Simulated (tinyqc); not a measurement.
Inside a calculation. Model: Rutherford backscattering from a thin compound film on silicon: kinematics, yields, composition and thickness. Computed by tinyqc, a small Python program that keeps every step. Command: `OMP_NUM_THREADS=1 python tinyqc.py 3028304 3028305 out.jsonl rbs walk`. One thread of a shared host (Intel(R) Xeon(R) Processor @ 2.30GHz), about 0.01 s of CPU time with the checks. Intermediate numbers are printed to about 7 digits and carried at full precision; extremes and crossings named in words are read from the listed rows.

Singly charged helium ions (Z1 = 2, M1 = 4.0026 u) enter at the tilt angle a1 to the normal and leave at a2 = |180 - theta - tilt| in the same plane. The film is A B_x.

Inputs (values chosen for the exercise, modelled on a helium beam on NiSi): beam energy E0 = 2.2 MeV; scattering angle theta = 160 degrees; tilt of the sample = 60 degrees; heavy element: Z_A = 28; heavy element: mass M_A = 58.7 u; heavy element: stopping eps_A at 2 MeV = 72.1 1e-15 eV cm^2; light element: Z_B = 14; light element: mass M_B = 28.09 u; light element: stopping eps_B at 2 MeV = 47.7 1e-15 eV cm^2; atoms of B per atom of A, x = 0.88; atomic density of the film = 84.7 1/nm^3; film thickness d = 12 nm; collected charge = 39 microcoulomb; detector solid angle = 3.3 msr; detector resolution (FWHM) = 12 keV.

Constants: e^2/(4 pi eps_0) = 14.39964548 eV angstrom; e = 1.602176634e-19 C.

## Kinematics

Kinematic factor K = [(sqrt(M^2 - M1^2 sin^2 theta) + M1 cos theta)/(M + M1)]^2. Surface edges lie at K E0; substrate silicon has M = 28.09 u. Mass resolution at M_A = resolution/(E0 dK/dM).

kinematic factors: A 0.7672459, B 0.5731108, Si 0.5731108

surface edges (keV): A 1687.941, B 1260.844, Si 1260.844

mass resolution at M_A = 1.570051 u

K flattens for heavy targets, so masses within 1.6 u of A cannot be told apart.

## Peak widths (surface approximation)

Stopping per atom eps(E) = eps(2 MeV) (E/2 MeV)^(-0.4) (a law chosen for the exercise); Bragg rule eps_film = (eps_A + x eps_B)/(1 + x); areal density N d, with 1/nm^2 = 0.1 x 1e15/cm^2. Width of the signal of element i: [K_i eps(E0)/cos a1 + eps(K_i E0)/cos a2] N d; depth resolution = resolution x d/width of A; energy lost on the way in = eps(E0) N d/cos a1.

areal density N d = 101.64 1e15 atoms/cm^2

film stopping at E0 = 58.40894 1e-15 eV cm^2

widths (keV): A 17.72600, B 16.48742

depth resolution = 8.123659 nm

energy lost on the way in = 11.87337 keV

The signal of A spans 1.5 resolution widths, so its width measures the thickness. Caution: the silicon signal of the film merges with that of the substrate, so only the width of A can be read directly.

## Yields

Rutherford cross section in the laboratory frame: sigma = (Z1 Z e^2/(4 pi eps_0 4E))^2 (4/sin^4 theta) (r + cos theta)^2/r, r = sqrt(1 - (M1 sin theta/M)^2), times the screening factor 1 - 0.049 Z1 Z^(4/3)/E (E in keV); 1 angstrom^2 = 1e8 barn. Counts = (charge/e) x solid angle x sigma(E_mean) x areal density of the element/cos a1, E_mean = E0 - half the energy lost on the way in; 1 barn = 1e-24 cm^2. The ratio of areas returns x = (Y_B/Y_A)(sigma_A/sigma_B), with the counting error sqrt(1/Y_A + 1/Y_B).

cross sections (barn/sr): A 0.8863292, B 0.2155618

counts: A 76983.92, B 16476.29

ratio of areas Y_B/Y_A = 0.2140225

counting error of x without background = 0.8583880 %

The cross sections differ by 4.1, near (Z_A/Z_B)^2 = 4.0. The silicon signal of the film runs into that of the substrate and appears as a step, not a peak. Caution: film and substrate silicon overlap, so Y_B must be separated by a fit.

## Surface approximation against the full path

Surface approximation as above. Full path: dE/ds = -eps(E) integrates to E^1.4 = E(start)^1.4 - 1.4 eps(2 MeV) 2000^0.4 s (keV), applied in (s = N d/cos a1), then K, then out (s = N d/cos a2); width = K E0 - exit energy. The last column is the error in thickness if the full width is read with the surface formula.

Widths (keV):
```
d (nm)  A, surface   A, full   B, full  error (%)
5           7.3858    7.3923    6.8773   0.087744
10         14.7717   14.7977   13.7697   0.175951
20         29.5433   29.6479   27.6004   0.353780
50         73.8583   74.5223   69.4718   0.898943
100       147.7167  150.4482  140.6043   1.849163
150       221.5750  227.9052  213.5928   2.856906
200       295.4334  307.0430  288.6775   3.929672
300       443.1501  471.1080  446.4294   6.308913
```

The error grows roughly in proportion to thickness, from 0.09 % to 6.3 %, because the ion slows and the stopping rises along the path. The signals of A and B would overlap once the width of A exceeds the gap between the edges, 427 keV.

Checks made by the program: kinematic factor against energy and momentum conservation (relative difference below 1e-10).
